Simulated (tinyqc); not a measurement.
Width and zero-phonon weight against temperature: configuration-coordinate model of a defect: Huang-Rhys factor and luminescence line shape. Computed by tinyqc, a small Python program. Command: `OMP_NUM_THREADS=1 python tinyqc.py 3008891 3008892 out.jsonl ccline walk`. One thread of a shared host (Intel(R) Xeon(R) Processor @ 2.30GHz), about 0.01 s of CPU time with the checks.

Ground state E_g(Q) = (1/2) omega_g^2 Q^2; excited state E_e(Q) = E_0 + (1/2) omega_e^2 (Q - dQ)^2 with E_0 = E_ZPL - (hbar omega_e - hbar omega_g)/2. Q is mass-weighted; the dipole does not depend on Q (Condon approximation).

Inputs (values chosen for the exercise, for a model defect):

| quantity | value | unit |
|---|---|---|
| zero-phonon energy E_ZPL | 0.958 | eV |
| displacement dQ | 0.87 | u^(1/2) angstrom |
| ground-state phonon hbar omega_g | 43.9 | meV |
| excited-state phonon hbar omega_e | 40.3 | meV |

Modes: different frequencies.

Constants: hbar^2/u = 4.18015928e-03 eV angstrom^2; k_B = 8.617333262e-05 eV/K.

Method:
- S = hbar omega dQ^2/(2 hbar^2/u) for each state; relaxation energy S hbar omega; absorption at E_0 + S_e hbar omega_e, emission at E_0 - S_g hbar omega_g; the Stokes shift is their difference.
- Overlaps <m_e|n_g> of harmonic-oscillator functions (Hermite recursion, positive leading coefficients) by a sum over an even grid (700 points from x = -9 to 9 + d for the small table, 1500 points from -16 to 16 + d for the thermal sums), with x = Q sqrt(omega_g/hbar), d = sqrt(2 S_g) and frequency ratio omega_e/omega_g.
- Initial levels m = 0..24 carry Boltzmann weights exp(-m hbar omega_e/k_B T), normalised; final levels n = 0..79; a line lies at E_ZPL + m hbar omega_e - n hbar omega_g with weight w_m <m|n>^2. Moments are taken over these weights without the E^3 factor; FWHM = 2 sqrt(2 ln 2) x standard deviation; the zero-phonon weight is w_0 <0|0>^2, since the other m -> m lines are offset by m (hbar omega_e - hbar omega_g).
- For comparison: FWHM(0) sqrt(coth(hbar omega_e/2 k_B T)) with FWHM(0) from the first row, and exp(-S_g coth(hbar omega_e/2 k_B T)).

S_g = 3.97448

Against temperature:

| T (K) | mean energy (eV) | FWHM (eV) | coth law (eV) | zero-phonon weight | exp(-S coth) |
|---|---|---|---|---|---|
| 23 | 0.78344 | 0.21519 | 0.21519 | 0.022249 | 1.8789e-02 |
| 70 | 0.78344 | 0.21546 | 0.21546 | 0.022221 | 1.8602e-02 |
| 140 | 0.78330 | 0.22296 | 0.22295 | 0.021461 | 1.4032e-02 |
| 230 | 0.78287 | 0.24550 | 0.24547 | 0.019336 | 5.6748e-03 |
| 370 | 0.78196 | 0.28781 | 0.28771 | 0.015963 | 8.2119e-04 |
| 560 | 0.78056 | 0.34267 | 0.34245 | 0.012597 | 4.2530e-05 |
| 800 | 0.77870 | 0.40406 | 0.40363 | 0.009849 | 8.4593e-07 |

What does the comparison show, and why?

The width grows by a factor 1.88, flat while k_B T is well below hbar omega and as sqrt(T) above; the coth law, exact only for equal frequencies, misses by at most 0.11 %. The mean energy moves by -4.7 meV because the frequencies differ. The zero-phonon weight goes from 0.0222 to 0.00985, against 0.0188 to 8.46e-7 for the exponential rule, which assumes many modes of equal frequency in both states.
